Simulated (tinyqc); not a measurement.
# Grain-boundary trapping model (Seto) of a polycrystalline semiconductor film, step by step

A worked calculation. Computed by tinyqc, a small Python program that keeps every step. Command: `OMP_NUM_THREADS=1 python tinyqc.py 3022692 3022693 out.jsonl poly walk`. One thread of a shared host (Intel(R) Xeon(R) Processor @ 2.30GHz), about 0.01 s of CPU time with the checks. Intermediate numbers are printed to about 6 digits and carried at full precision; extremes and crossings named in words are read from the listed rows.

Grains of equal size L are joined by thin boundaries with one trap level. Trapped carriers deplete a width W on each side and raise a barrier, crossed by thermionic emission. Dopants are fully ionised, statistics are non-degenerate and mu_g does not depend on T.

Inputs (values chosen for the exercise, modelled on polycrystalline ZnO): permittivity eps = 8.3; effective mass m = 0.28 m_0; effective density of states at 300 K, N_c = 3.8e+18 1/cm^3; grain size L = 58 nm; trap density Q_t = 5.6e+11 1/cm^2; trap level E_t below the band edge = 0.47 eV; doping N = 1.1e+18 1/cm^3; mobility inside the grains mu_g = 110 cm^2/(V s); temperature T = 300 K.

Grain interior: resistance included.

Constants: e = 1.602176634e-19 C; eps_0 = 8.8541878128e-12 F/m; k_B = 8.617333262e-05 eV/K; m_0 = 9.1093837015e-31 kg; k_B = 1.380649e-23 J/K.

## Critical doping

If all traps fill, the grain is just depleted at N* = Q_t/L, with the barrier e Q_t L/(8 eps eps_0).

N* = 9.65517e+16 1/cm^3

barrier at N* with all traps filled = 0.0885135 V

The traps stay filled only while e V_B is below E_t - k_B T ln(N_c(T)/N*) = 0.375 eV. The barrier above stays below that, so nearly all traps can fill.

## Barrier

N_c(T) = N_c (T/300 K)^(3/2). Filled traps Q = Q_t/(1 + (1/2) exp((E_t* - E_F)/k_B T)), where E_t* = e V_B - E_t and E_F are counted from the band edge at the grain centre. Partial depletion: Q = 2 N W, V_B = e N W^2/(2 eps eps_0), E_F = k_B T ln(N/N_c); solve for W. If that W would exceed L/2 the grain is fully depleted: W = L/2, Q = N L, and E_F follows from the trap equation. Centre density n_0 = N_c exp(E_F/k_B T).

depletion width W = 2.54545 nm

barrier V_B = 0.00776921 V

E_F = -0.0320485 eV

centre density n_0 = 1.10e+18 1/cm^3

The grain is partly depleted; 100.0 % of the traps are filled, and they hold 8.8 % of the carriers. Caution: E_F is within 2 k_B T of the band edge, so non-degenerate statistics fail, and tunnelling through so thin a barrier adds to the current. Caution: e V_B is below 2 k_B T, where the depletion approximation fails and the mean density does not balance the trapped charge.

## Resistivity and effective mobility

Boundary: sigma_b = L e^2 n_0 exp(-e V_B/k_B T)/sqrt(2 pi m k_B T); drift through the grain, depleted parts included: rho_g = [(1 - 2W/L) + (2W/L) int_0^1 exp(y^2 s^2) ds]/(e n_0 mu_g); rho = 1/sigma_b + rho_g. Mean carrier density n_av = n_0 [(1 - 2W/L) + (2W/L) (sqrt(pi)/2) erf(y)/y], y = sqrt(e V_B/k_B T); effective mobility 1/(e n_av rho).

boundary resistivity = 0.00671879 ohm cm

drift resistivity rho_g = 0.0520803 ohm cm

resistivity rho = 0.0587991 ohm cm

mean carrier density = 1.09114e+18 1/cm^3

effective mobility = 97.2833 cm^2/(V s)

A single crystal with the same N and mu_g would have 0.0516 ohm cm, a factor 1.14 lower.

## Activation energy

E_a = d ln(rho)/d(1/k_B T) from T - 5 K and T + 5 K; temperature coefficient d ln(rho)/dT.

activation energy E_a = -3.49419e-04 eV

temperature coefficient = 0.00450663 %/K

With a fixed barrier the boundary term gives E_a = e V_B - k_B T/2 = -0.0052 eV, the second term coming from the thermal velocity in the prefactor; the drift resistivity, which hardly depends on T, dilutes it.

## Against the doping

The formulas are those given above.

The same film:
```
N (1/cm^3)   W (nm)    V_B (V)  mean density (1/cm^3)  mobility (cm^2/(V s))  rho (ohm cm)
2.90e+15    29.0000  0.0026586            8.01606e+08                99.6128   7.81652e+07
9.70e+15    29.0000  0.0088924            3.41128e+09                97.1311   1.88371e+07
2.40e+16    29.0000  0.0220019            1.45295e+10                88.6013   4.84841e+06
4.80e+16    29.0000  0.0440039            8.32177e+10                67.7476   1.10708e+06
7.70e+16    29.0000  0.0705895            7.67631e+11                41.3566   1.96604e+05
1.20e+17    23.3333  0.0712173            7.40271e+16                38.4896   2.19056e+00
1.90e+17    14.7368  0.0449796            1.54288e+17                64.7738   6.24535e-01
3.90e+17     7.1795  0.0219132            3.68459e+17                88.3980   1.91628e-01
9.70e+17     2.8866  0.0088104            9.60068e+17                96.7958   6.71632e-02
3.90e+18     0.7179  0.0021913            3.89734e+18                99.5531   1.60867e-02
```

The barrier peaks among these rows at N = 1.2e17 (0.071 V) and the mobility has its minimum at 1.2e17; N* is 9.7e16. While the grain is fully depleted (W = L/2) V_B grows as N; once all traps are filled it falls as 1/N (last exponent -1.00). Partly depleted rows (W < L/2) with e V_B below 2 k_B T stretch the depletion approximation. Where N approaches N_c the non-degenerate statistics fail. rho drops most steeply, as N^-25.7, between 7.7e16 and 1.2e17.

Checks made by the program: charge in the traps against the depleted charge (relative difference below 1e-10).
